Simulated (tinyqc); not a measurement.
Inside a calculation. Method: lattice vibrations of a chain. One step of it, computed by the program tinyqc.

Question. Frequencies. omega^2 are the eigenvalues; wavenumber = 521.4708 sqrt(eigenvalue) 1/cm.

D(q) (eV/(angstrom^2 u)):
```
[[0.770546, 0.046932+0.369454i],
 [0.046932-0.369454i, 0.544879]]
```

Give: eigenvalues; wavenumbers; weights |e|^2 of the mass-weighted modes.

Answer.

eigenvalues: [0.2686, 1.0469]

wavenumbers (1/cm): [270.2, 533.5]

weights |e|^2 of the mass-weighted modes, order atom 1, atom 2:
```
[[0.3550, 0.6450],
 [0.6450, 0.3550]]
```
